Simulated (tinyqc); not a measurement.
MOS inversion layer, Poisson-Schroedinger loop: one step of the calculation.

Electrons confined at an insulator interface at z = 0, treated as a hard wall; parabolic valleys, Hartree approximation, no image or exchange terms. The depletion charge lies far deeper than the electrons and gives a uniform field q Nd/(eps0 eps_r); the gate balances all charge. Energies are counted from the band edge at the interface.

Question. Levels and probability densities. Tridiagonal Hamiltonian with psi = 0 one step beyond both ends: H_ii = C (1/m_(i-1/2) + 1/m_(i+1/2))/hz^2 + V0_i + U_i, H_(i,i+1) = -C/(m_(i+1/2) hz^2), C = hbar^2/(2 m0). The lowest 2 level(s) are kept, normalised to hz sum |psi|^2 = 1. The mass is the same on all intervals.

Inputs (values chosen for the exercise):

| symbol | value | unit | meaning |
|---|---|---|---|
| mz1 | 0.328 | m0 | mass along z of valley set A (3 valley(s)) |
| hz | 1.6 | nm | mesh step |

Constants: q = 1.602176634e-19 C, hbar = 1.054571817e-34 J s, m0 = 9.1093837015e-31 kg, hbar^2/(2 m0) = 0.0380998212 eV nm^2. Results are converted to the units shown.

```
node  fixed potential V0 (eV)  U after round 1 (eV)
1                 0.005132299           0.023548196
2                 0.010264598           0.044747796
3                 0.015396897           0.061066912
4                 0.020529197           0.073077589
5                 0.025661496           0.081999688
6                 0.030793795           0.088171728
7                 0.035926094           0.091824328
8                 0.041058393           0.093618161
9                 0.046190692           0.094350271
10                0.051322991           0.094601317
11                0.056455290           0.094674318
12                0.061587590           0.094692252
13                0.066719889           0.094695796
14                0.071852188           0.094696239
```

Find: levels; |psi|^2 of A1; |psi|^2 of A2.

Answer.

levels (eV): A1 0.0729, A2 0.1135

```
node  |psi|^2 of A1 (1/nm)  |psi|^2 of A2 (1/nm)
1                   0.2414                0.1307
2                   0.2537                0.0022
3                   0.1007                0.1074
4                   0.0242                0.1897
5                   0.0042                0.1244
6                   0.0006                0.0504
7                   0.0001                0.0153
8                   0.0000                0.0038
9                   0.0000                0.0008
10                  0.0000                0.0002
11                  0.0000                0.0000
12                  0.0000                0.0000
13                  0.0000                0.0000
14                  0.0000                0.0000
```

Computed by the program tinyqc: `OMP_NUM_THREADS=1 python tinyqc.py 2160135 2160136 out.jsonl`, one thread of a shared Intel Xeon 2.30GHz, about 0.6 s for the whole run.
